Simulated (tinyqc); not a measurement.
Worked calculation: G0W0 on RHF in the sto-6g basis, for H3+, spin multiplicity 1. Computed by tinyqc, a small Python program that keeps every step (integrals from PySCF). Settings: charge = 1, multiplicity = 1, basis = sto-6g, method = RHF, energy threshold = 1e-10, iteration cap = 67, orthogonalisation = symmetric, start = core, DIIS depth = 6. Command: `OMP_NUM_THREADS=1 python tinyqc.py 20357 20358 out.jsonl` (the two numbers bound the seeds that draw the settings). One thread of a shared host (Intel(R) Xeon(R) Processor @ 2.60GHz), about 0.04 s of CPU time with the checks. The early iterations of the SCF are left out here.

## One-electron integrals

Geometry (angstrom):
```
atom        x        y        z
H     0.00000  0.00000  0.00000
H     0.00000  0.00000  1.17000
H     0.00000  1.01300  0.58500
```

Basis sto-6g: exponents (1/bohr^2) and contraction coefficients of normalised primitives:
```
element  l (shell)  exponent  coefficient
H            s (1)  35.52322      0.00916
H            s (1)   6.51314      0.04936
H            s (1)   1.82214      0.16854
H            s (1)   0.62596      0.37056
H            s (1)   0.24308      0.41649
H            s (1)   0.10011      0.13033
```

Overlap, kinetic and nuclear-attraction integrals over the contracted functions; the nuclear repulsion is the sum of Za Zb / Rab.

nuclear repulsion = 1.3570319 hartree

overlap S, lower triangle:
```
         1H 1s    2H 1s    3H 1s
1H 1s  1.00000
2H 1s  0.40272  1.00000
3H 1s  0.40283  0.40283  1.00000
```

kinetic energy T (hartree), lower triangle:
```
         1H 1s    2H 1s    3H 1s
1H 1s  0.76852
2H 1s  0.06123  0.76852
3H 1s  0.06129  0.06129  0.76852
```

nuclear attraction V (hartree), lower triangle:
```
          1H 1s     2H 1s     3H 1s
1H 1s  -2.13015
2H 1s  -0.79338  -2.13015
3H 1s  -0.79363  -0.79363  -2.13022
```

core Hamiltonian H = T + V (hartree), lower triangle:
```
          1H 1s     2H 1s     3H 1s
1H 1s  -1.36162
2H 1s  -0.73214  -1.36162
3H 1s  -0.73234  -0.73234  -1.36170
```

## Two-electron integrals

Functions are numbered as in S; the eight-fold symmetry (ij|kl) = (ji|kl) = (kl|ij) leaves the list below.

Two-electron integrals (ij|kl) in chemists' order, unique and non-zero (hartree):
```
(11|11) 0.77500   (21|11) 0.23818   (21|21) 0.09952   (22|11) 0.42627
(22|21) 0.23818   (22|22) 0.77500   (31|11) 0.23826   (31|21) 0.08769
(31|22) 0.18220   (31|31) 0.09958   (32|11) 0.18220   (32|21) 0.08769
(32|22) 0.23826   (32|31) 0.08771   (32|32) 0.09958   (33|11) 0.42633
(33|21) 0.18216   (33|22) 0.42633   (33|31) 0.23826   (33|32) 0.23826
(33|33) 0.77500
```

## Orthogonalisation

S = U s U^T; symmetric (Loewdin) form X = U s^(-1/2) U^T, so that X^T S X = 1.

eigenvalues of S: 0.59713  0.59728  1.80559

X, lower triangle:
```
          1H 1s     2H 1s    3H 1s
1H 1s   1.11073
2H 1s  -0.18321   1.11073
3H 1s  -0.18330  -0.18330  1.11077
```

## Iteration 3 (converged): orbitals

converged F (hartree), lower triangle:
```
          1H 1s     2H 1s     3H 1s
1H 1s  -0.66242
2H 1s  -0.58685  -0.66242
3H 1s  -0.58697  -0.58697  -0.66249
```

Diagonalise F' = X^T F X, C = X C', fill 1 alpha and 1 beta electrons from the bottom; D = 2 C_occ C_occ^T. Each column has its largest component positive (the first on a tie).

F' = X^T F X (hartree), lower triangle:
```
          1         2         3
1  -0.42330
2  -0.29678  -0.42330
3  -0.29689  -0.29689  -0.42330
```

orbital energies (hartree): MO1 -1.01701, MO2 -0.12653, MO3 -0.12637

coefficients C:
```
           MO1       MO2       MO3
1H 1s  0.42964   0.91495  -0.52835
2H 1s  0.42964  -0.91495  -0.52835
3H 1s  0.42970   0.00000   1.05659
```

D after iteration 3, lower triangle:
```
         1H 1s    2H 1s    3H 1s
1H 1s  0.36919
2H 1s  0.36919  0.36919
3H 1s  0.36924  0.36924  0.36929
```

## Convergence

Stop when the energy changes by less than 1e-10 hartree and every element of the error matrix X^T (F D S - S D F) X is below 3e-06.

Course of the cycle:
```
iteration  E (hartree)     change  largest element of the error matrix
1           -1.2252308          -                             5.80e-05
2           -1.2252308  -4.20e-09                             6.41e-06
3           -1.2252308  -5.19e-11                             5.23e-11
```

PySCF RHF in the same basis = -1.2252308 hartree

Converged in 3 iterations.

## Integrals over molecular orbitals

(pq|rs) = sum C_ip C_jq C_kr C_ls (ij|kl), one index at a time.

one-electron integrals over orbitals h = C^T H C (hartree), lower triangle:
```
          1         2         3
1  -1.56525
2   0.00000  -1.05392
3  -0.00003   0.00000  -1.05382
```

Two-electron integrals over orbitals (pq|rs), unique and non-zero (hartree):
```
(11|11) 0.54823    (21|21) 0.14611    (22|11) 0.53675    (22|22) 0.62732
(31|11) 2.65e-05   (31|22) -0.10219   (31|31) 0.14611    (32|21) -0.10222
(32|32) 0.08036    (33|11) 0.53678    (33|22) 0.46666    (33|31) 0.10220
(33|33) 0.62733
```

## Screening: direct RPA

With D = e_a - e_i and K = (ia|jb): diagonalise D^(1/2) (D + 4K) D^(1/2) = Z w^2 Z^T; X + Y = D^(1/2) Z w^(-1/2), each column of Z with its largest component positive (the first on a tie); E_c = (sum w - tr (D + 2K)) / 2.

D^(1/2) (D + 4K) D^(1/2) (hartree^2):
```
         1>2      1>3
1>2  1.31340  0.00000
1>3  0.00000  1.31378
```

excitation energies w (hartree): 1.14604  1.14620

X + Y:
```
           1        2
1>2  0.88149  0.00000
1>3  0.00000  0.88150
```

RPA correlation energy = -0.0366656 hartree

## G0W0 on Hartree-Fock: HOMO

W(p,q,m) = sqrt2 sum_ia (pq|ia) (X+Y)_ia,m; Sigma_c(x) = sum_(i,m) W^2/(x - e_i + w_m) + sum_(a,m) W^2/(x - e_a - w_m); solve x = e_p + Sigma_c(x) by Newton steps; Z = 1/(1 - dSigma/dx); 1 hartree = 27.211386 eV.

The 12 largest terms at x = e_p (hartree; W for the signs of X + Y given):
```
q  m         W      term
2  1   0.18214  -0.01629
3  2   0.18215  -0.01629
1  2  3.30e-05  9.51e-10
```

Newton steps (hartree):
```
step         x  Sigma_c(x)        Z
0     -1.01701    -0.03258  0.98426
1     -1.04908    -0.03207  0.98473
2     -1.04909    -0.03207  0.98473
```

quasiparticle energy of the HOMO = -28.54711 eV

Hartree-Fock value = -27.67437 eV

## G0W0 on Hartree-Fock: LUMO

As before.

The 12 largest terms at x = e_p (hartree; W for the signs of X + Y given):
```
q  m         W      term
1  1   0.18214   0.01629
3  1  -0.12742  -0.01417
2  2  -0.12740  -0.01416
```

Newton steps (hartree):
```
step         x  Sigma_c(x)        Z
0     -0.12653    -0.01204  0.96832
1     -0.13818    -0.01166  0.96870
2     -0.13818    -0.01166  0.96870
```

quasiparticle energy of the LUMO = -3.76013 eV

Hartree-Fock value = -3.44293 eV
